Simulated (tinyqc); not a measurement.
Moving the second set by strain or alloying: electrons shared among three sets of ellipsoidal valleys.

F_j(eta) = (1/Gamma(j + 1)) integral_0^infinity x^j dx/(1 + exp(x - eta)), which tends to exp(eta) for eta << 0.

Sets L, Gamma, Delta: N_i = M_i times N = 2 (m kB T/(4 pi c))^(3/2) with c = hbar^2/2m0, in 1/angstrom^3; times 1e24 for 1/cm^3, m = (ml mt^2)^(1/3); n = sum_i N_i F_1/2((EF - dE_i)/kT), energies from the edge of the first set; mu_drift = sum of share times mobility.

Constants: hbar^2/2m0 = 3.80998211 eV angstrom^2; kB = 8.617333262e-05 eV/K.

Inputs chosen for the exercise (masses and offsets near those of Ge; mobilities are free inputs, held fixed; not measured data):
```
symbol  value                    unit        meaning
dE      (0, 0.111, 0.176)        eV          edges of L, Gamma, Delta above the first
M       (4, 1, 6)                            valleys in each set
ml      (1.664, 0.042, 0.915)    m0          longitudinal masses of L, Gamma, Delta
mt      (0.0788, 0.042, 0.1911)  m0          transverse masses
mu      (3700, 23000, 900)       cm^2/(V s)  mobility of each set
n       3.5e+18                  1/cm^3      total electron density
T       300                      K
```

The second entry of dE is replaced by the values listed; a negative value puts that set lowest.

Populations:
```
offset (eV)  EF (eV)  share L  share Gamma  share Delta  mu_drift
-0.100       -0.0323   0.7625       0.2350       0.0025      8229
-0.050       -0.0273   0.9074       0.0896       0.0030      5421
0.000        -0.0252   0.9761       0.0207       0.0033      4090
0.025        -0.0249   0.9881       0.0085       0.0033      3855
0.050        -0.0247   0.9933       0.0034       0.0033      3756
0.100        -0.0247   0.9962       0.0005       0.0033      3700
0.150        -0.0246   0.9966       0.0001       0.0033      3692
0.200        -0.0246   0.9966       0.0000       0.0033      3691
0.300        -0.0246   0.9967       0.0000       0.0033      3691
```

The share of L goes from 0.762 to 0.997 and the mean mobility from 8229 to 3691 cm^2/(V s). L holds more than Gamma throughout. The share of Delta is at most 0.0033. With Boltzmann statistics the first two sets are equal at kT ln(N_2/N_1) = -0.0997 eV; the crossing, if any, lies elsewhere because the electrons are degenerate and fill the set with fewer states high above its edge.

Run: tinyqc, `OMP_NUM_THREADS=1 python tinyqc.py 1652691 1652692 out.jsonl`; Intel(R) Xeon(R) Processor @ 2.30GHz, one thread, shared host; about 0.02 s of CPU time with all checks.
